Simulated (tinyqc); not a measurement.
Specific resistance of a metal-semiconductor contact and its transmission-line measurement. Inputs raised by 10 %, one at a time. Computed by tinyqc, a small Python program. Command: `OMP_NUM_THREADS=1 python tinyqc.py 3010059 3010060 out.jsonl contact sens`. One thread of a shared host (Intel(R) Xeon(R) Processor @ 2.30GHz), about 0.01 s of CPU time with the checks.

The barrier is parabolic (depletion approximation), energies E are normal energies counted from the band edge in the neutral semiconductor (downwards for holes), and the bias is zero. xi is an input, held fixed when other inputs move.

Inputs (values chosen for the exercise, modelled on n-type silicon): tunnelling mass m = 0.29 m_0; permittivity eps = 11.7; Richardson constant A* = 107 A/(cm^2 K^2); barrier height phi_B = 0.49 eV; doping N = 3.6e+19 1/cm^3; Fermi level above the band edge in the bulk, xi = -0.013 eV; temperature T = 500 K; sheet resistance R_sh = 1300 ohm; contact length d = 0.13 micrometre; contact width W = 0.089 micrometre.

Image-force lowering: included.

Constants: hbar = 1.054571817e-34 J s; eps_0 = 8.8541878128e-12 F/m; m_0 = 9.1093837015e-31 kg; k_B = 8.617333262e-05 eV/K; e = 1.602176634e-19 C.

Method:
- E_00 = (e hbar/2) sqrt(N/(eps eps_0 m)); band bending E_b = phi_B + xi; depletion width w = sqrt(2 eps eps_0 E_b/(e^2 N)). Image lowering d_phi = (e^3 N E_b/(8 pi^2 (eps eps_0)^3))^(1/4) (E_b in volts), and E_b - d_phi replaces E_b everywhere except in w.
- WKB transmission for E < E_b, with a = E/E_b: D = exp{-(E_b/E_00) [sqrt(1 - a) - a ln((1 + sqrt(1 - a))/sqrt(a))]}; D = 1 above.
- At zero bias 1/rho_c = (e A*/k_B^2) int D(E) f(E) dE, f = 1/(1 + exp((E - xi)/k_B T)); 200 Gauss-Legendre points from 0 to E_b, and k_B T ln(1 + exp((xi - E_b)/k_B T)) for the part above the barrier; the share of tunnelling is the part below.
- Transmission-line model: transfer length L_T = sqrt(rho_c/R_sh); R_c = (R_sh L_T/W) coth(d/L_T). Limits: rho_c/(W d) for d << L_T, sqrt(rho_c R_sh)/W for d >> L_T.

Runs; columns: (1) input moved; (2) from; (3) to; (4) specific contact resistance rho_c (ohm cm^2); (5) contact resistance R_c (ohm); (6) transfer length L_T (micrometre); (7) depletion width (nm):
```
(1)                                        (2)       (3)        (4)   (5)      (6)    (7)
base run                                     -         -  5.249e-08   960  0.06354  4.139
tunnelling mass m (m_0)                   0.29     0.319  5.814e-08  1018  0.06688  4.139
permittivity eps                          11.7     12.87  6.758e-08  1112  0.07210  4.341
Richardson constant A* (A/(cm^2 K^2))      107     117.7  4.772e-08   909  0.06058  4.139
barrier height phi_B (eV)                 0.49     0.539  9.243e-08  1350  0.08432  4.347
doping N (1/cm^3)                      3.6e+19  3.96e+19  4.518e-08   882  0.05895  3.947
contact length d (micrometre)             0.13     0.143  5.249e-08   949  0.06354  4.139
contact width W (micrometre)             0.089    0.0979  5.249e-08   872  0.06354  4.139
```

Exponents ln(y'/y) / ln(x'/x):
```
input                   specific contact resistance rho_c  contact resistance R_c  transfer length L_T  depletion width
tunnelling mass m                                   1.074                   0.616                0.537            0.000
permittivity eps                                    2.652                   1.545                1.326            0.500
Richardson constant A*                             -1.000                  -0.563               -0.500            0.000
barrier height phi_B                                5.937                   3.579                2.968            0.513
doping N                                           -1.572                  -0.882               -0.786           -0.500
contact length d                                    0.000                  -0.118                0.000            0.000
contact width W                                     0.000                  -1.000                0.000            0.000
```

Which inputs matter most for each result?

Among the inputs moved here: specific contact resistance rho_c answers most in size to barrier height phi_B (exponent +5.937), next to permittivity eps (+2.652); its exponent is below 0.0005 for contact length d, contact width W. Its exponent -1.000 in Richardson constant A*: the supply of carriers. Contact resistance R_c answers most in size to barrier height phi_B (exponent +3.579), next to permittivity eps (+1.545). Transfer length L_T answers most in size to barrier height phi_B (exponent +2.968), next to permittivity eps (+1.326); its exponent is below 0.0005 for contact length d, contact width W. depletion width answers most in size to barrier height phi_B (exponent +0.513), next to permittivity eps (+0.500); its exponent is below 0.0005 for tunnelling mass m, Richardson constant A*, contact length d, contact width W. Its exponent -0.500 in doping N: the depletion approximation.
